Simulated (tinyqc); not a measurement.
Internal photoemission over an interface barrier: two steps of the calculation.

Electrons are excited from a metal over the barrier Phi(F) = P0 - sqrt(q F/(4 pi eps0 ei)), whose top lies at xm = sqrt(q/(16 pi eps0 ei F)). The yield is Y = A (hv - Phi)^p exp(-xm/l), with A = 1 here.

Values chosen for this exercise; dielectric values close to those of zirconium oxide: barrier at zero field P0 = 1.41 eV; image-force permittivity ei = 4.77; scattering length in the image well l = 4.2 nm; field in the dielectric F = 2.3 MV/cm.

Constants: q = 1.602176634e-19 C, h = 6.62607015e-34 J s, c = 299792458 m/s, eps0 = 8.8541878128e-14 F/cm where lengths are in cm. Results are converted to the units shown.

Task 1. Barrier in the field. Lowering P0 - Phi, barrier, position of its top, scattering factor and threshold wavelength.

Give: lowering; Phi; xm; exp(-xm/l); threshold wavelength h c/(q Phi).

Result 1.

lowering = 263.50 meV
Phi = 1.1465 eV
xm = 0.57283 nm
exp(-xm/l) = 0.87250
threshold wavelength h c/(q Phi) = 1081.4 nm

Task 2. Threshold from a spectrum. The yields were made at this field. Fit Y^(1/n) on hv by least squares for n = 2 and n = 3; the zero of the line is the threshold.

hv, point 0 to 5 (eV): [1.3, 1.43, 1.56, 1.69, 1.82, 1.95]
Y, point 0 to 5: [0.02056, 0.07013, 0.1492, 0.2577, 0.3958, 0.5633]

Find: Y^(1/2); Y^(1/3); threshold for n = 2; threshold for n = 3.

Result 2.

Y^(1/2), point 0 to 5: [0.1434, 0.2648, 0.3863, 0.5076, 0.6291, 0.7505]
Y^(1/3), point 0 to 5: [0.2740, 0.4124, 0.5304, 0.6364, 0.7342, 0.8259]
threshold for n = 2 = 1.146 eV
threshold for n = 3 = 0.9494 eV

Numbers from tinyqc (`OMP_NUM_THREADS=1 python tinyqc.py 2410016 2410017 out.jsonl`; about 0.01 s on one thread of a shared Intel Xeon 2.30GHz).
